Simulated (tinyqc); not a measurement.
Donors with valley-orbit split 1s states, step by step. Values are carried at full precision from step to step, so a last printed digit may differ when a step is redone from the rounded ones.

Each donor binds at most one electron, in any of its states. For a site s, W_s = sum over its states of g exp(E/kT), and the ionised share is 1/(1 + W_s exp(eta)), eta = (EF - Ec)/kT; n = Nc F_1/2(eta); neutrality n + NA = ND x (mean ionised share); holes are neglected. Nc from N = 2 (m kB T/(4 pi c))^(3/2) with c = hbar^2/2m0, in 1/angstrom^3; times 1e24 for 1/cm^3, m = md. F_j(eta) = (1/Gamma(j + 1)) integral_0^infinity x^j dx/(1 + exp(x - eta)), which tends to exp(eta) for eta << 0.

Constants: hbar^2/2m0 = 3.80998211 eV angstrom^2; kB = 8.617333262e-05 eV/K.

Inputs chosen for the exercise (near those of P in Si; shifted at random, so the results belong to these values and not to a real crystal): md = 1.091 m0 (density-of-states mass of the conduction band); E = (44.6, 33.1, 31) meV (binding energies of 1s(A1), 1s(T2), 1s(E)); g = (2, 6, 4) (their degeneracies with spin); T = 350 K; ND = 8.9e+15 1/cm^3 (donors); NA = 0 1/cm^3 (compensating acceptors, all ionised); mu0 = 62 cm^2/(V s) (mobility at heavy doping); mu1 = 1442 cm^2/(V s) (mobility at light doping and 300 K); Nr = 9.8e+16 1/cm^3 (reference doping); de = 0.72 (doping exponent); ga = 2.3 (temperature exponent).

## Partition sums of the neutral donor

Give each term g exp(E/kT), W_s, and the effective degeneracy W_s exp(-E_ground/kT).

Nc = 3.6035e+19 1/cm^3

terms: 1s(A1) 8.775, 1s(T2) 17.98, 1s(E) 11.18

W_s: donor 37.934

effective degeneracy: donor 8.646

The ground state alone would give 2 and all states together 12; here the excited states hold 77 % of the bound electrons.

## Neutrality

Solve for eta.

eta = -8.315
n = 8.82e+15 1/cm^3

ionised share: donor 0.991

n is 0.991 of ND - NA.

## Mobility and resistivity

Mobility (Caughey-Thomas form): mu = mu0 + (mu1 (T/300)^(-ga) - mu0)/(1 + ((ND + NA)/Nr)^de); rho = 1/(e n mu), e = 1.602176634e-19 C.

Compare with full ionisation, n = ND - NA.

mu = 868.2 cm^2/(V s)
rho = 0.815 ohm cm
rho at full ionisation = 0.808 ohm cm

Incomplete ionisation raises rho by a factor 1.01.

## Checks

- n at ND = 1e13 1/cm^3 against the root of n^2 = (Nc/W)(ND - n) (1/cm^3): both 1.000e+13.

Computed by tinyqc, a small Python program: `OMP_NUM_THREADS=1 python tinyqc.py 1681009 1681010 out.jsonl` (the numbers bound the seed that draws the inputs); one thread of a shared host (Intel(R) Xeon(R) Processor @ 2.30GHz), about 0.01 s for the whole set of steps.
